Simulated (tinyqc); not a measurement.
## Partial widths from the peak

Inverse problem. A Breit-Wigner resonance has total width G = GL + GR and peak transmission Tp = 4 GL GR/G^2. GL is known to be the larger. Find GL, GR and the lifetime hbar/G.

Constants: q = 1.602176634e-19 C, hbar = 1.054571817e-34 J s. Results are converted to the units shown.

G = 5.3389628 meV
Tp = 0.71169645

Solution. GL and GR have the sum G and the product Tp G^2/4, so they are (G/2)(1 +/- sqrt(1 - Tp)).

GL = 4.103 meV
GR = 1.236 meV
lifetime = 123.3 fs

tinyqc, about 0.3 s, one thread, Intel Xeon 2.30GHz (shared host): `OMP_NUM_THREADS=1 python tinyqc.py 2600147 2600148 out.jsonl`
